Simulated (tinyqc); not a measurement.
Field-effect mobility of a thin-film transistor with band-tail and deep states (multiple trapping). Inputs raised by 5 %, one at a time. Computed by tinyqc, a small Python program. Command: `OMP_NUM_THREADS=1 python tinyqc.py 3030206 3030207 out.jsonl tft sens`. One thread of a shared host (Intel(R) Xeon(R) Processor @ 2.30GHz), about 0.2 s of CPU time with the checks.

A thick film in accumulation at small drain voltage. Only free electrons move; trapped ones still screen the gate. N_c and mu_0 are held fixed when T changes, leaving out the T^(3/2) growth of N_c. x = E_0 - psi is the distance of the Fermi level below the band edge.

Inputs (values chosen for the exercise, modelled on amorphous In2O3):
```
quantity                                           value         unit
permittivity eps                                       9            -
effective density of states N_c                  4.1e+18       1/cm^3
band mobility mu_0                                    49   cm^2/(V s)
tail density at the edge g_t                       6e+19  1/(eV cm^3)
tail width E_t                                        34          meV
deep-state density g_d                           2.3e+15  1/(eV cm^3)
flat-band Fermi level below the edge, E_0           0.65           eV
equivalent oxide thickness t                          77           nm
surface band bending psi_s as a fraction of E_0     0.95            -
temperature T                                        300            K
```

Deep states: included.

Constants: k_B = 8.617333262e-05 eV/K; e = 1.602176634e-19 C; eps_0 = 8.8541878128e-12 F/m.

Method:
- F_j(eta) = int_0^infinity x^j/(1 + exp(x - eta)) dx, without a gamma-function factor.
- Integrals over x = E/(k_B T) use 160 Gauss-Legendre points in u = sqrt(x) from 0 to sqrt(max(eta, 0) + 32).
- Free n(x) = N_c (2/sqrt(pi)) F_1/2(-x/k_B T), with F_1/2 from its two-term series in exp(-x/k_B T) for x >= 12 k_B T; tail n_t(x) = int_0^1.2eV g_t exp(-E/E_t)/(1 + exp((x - E)/k_B T)) dE, E counted down from the edge, 120 Gauss-Legendre points; deep charge g_d psi; space charge rho(psi) = n + n_t + g_d psi less its value at psi = 0.
- Poisson: F(psi) = sqrt((2 e/(eps eps_0)) int_0^psi rho dpsi'); V_G - V_FB = psi_s + eps F(psi_s) t/3.9; free sheet density N_f = int (n - n(E_0))/F dpsi; induced sheet density N_i = eps eps_0 F(psi_s)/e; trapezoid rule on 301 even points in psi, the first interval left out of N_f.
- mu_eff = mu_0 N_f/N_i; field-effect mobility mu_FE = mu_0 e (dN_f/dV_G)/C_ox and swing S = dV_G/dlog10(N_f), by a central difference of +/- 2 mV in psi_s; C_ox = 3.9 eps_0/t.

Runs; columns: (1) input moved; (2) from; (3) to; (4) effective mobility mu_eff (cm^2/(V s)); (5) V_G - V_FB (V); (6) free sheet density N_f (1/cm^2); (7) field-effect mobility mu_FE (cm^2/(V s)):
```
(1)                                             (2)        (3)     (4)     (5)         (6)     (7)
base run                                          -          -  14.458  3.7235  2.5652e+11  24.819
effective density of states N_c (1/cm^3)    4.1e+18  4.305e+18  14.940  3.7528  2.6758e+11  25.411
band mobility mu_0 (cm^2/(V s))                  49      51.45  15.181  3.7235  2.5652e+11  26.060
tail density at the edge g_t (1/(eV cm^3))    6e+19    6.3e+19  13.995  3.7710  2.5210e+11  24.241
tail width E_t (meV)                             34       35.7  13.362  3.8220  2.4459e+11  23.985
equivalent oxide thickness t (nm)                77      80.85  14.458  3.8788  2.5652e+11  24.846
temperature T (K)                               300        315  15.356  3.8193  2.8086e+11  25.426
permittivity eps                                  9       9.45  14.458  3.8002  2.6285e+11  24.833
```

Exponents ln(y'/y) / ln(x'/x):
```
input                            effective mobility mu_eff  V_G - V_FB  free sheet density N_f  field-effect mobility mu_FE
effective density of states N_c                      0.673       0.161                   0.865                        0.483
band mobility mu_0                                   1.000       0.000                   0.000                        1.000
tail density at the edge g_t                        -0.666       0.259                  -0.356                       -0.483
tail width E_t                                      -1.615       0.535                  -0.976                       -0.701
equivalent oxide thickness t                         0.000       0.838                   0.000                        0.023
temperature T                                        1.236       0.520                   1.858                        0.495
permittivity eps                                     0.000       0.418                   0.500                        0.011
```

Among the inputs moved here: effective mobility mu_eff answers most in size to tail width E_t (exponent -1.615), next to temperature T (+1.236); its exponent is below 0.0005 for equivalent oxide thickness t, permittivity eps. Its exponent +1.000 in band mobility mu_0: trapping only scales mu_0. Its exponent 0.000 in equivalent oxide thickness t: at fixed band bending the oxide does not enter. V_G - V_FB answers most in size to equivalent oxide thickness t (exponent +0.838), next to tail width E_t (+0.535); its exponent is below 0.0005 for band mobility mu_0. Free sheet density N_f answers most in size to temperature T (exponent +1.858), next to tail width E_t (-0.976); its exponent is below 0.0005 for band mobility mu_0, equivalent oxide thickness t. Field-effect mobility mu_FE answers most in size to band mobility mu_0 (exponent +1.000), next to tail width E_t (-0.701).
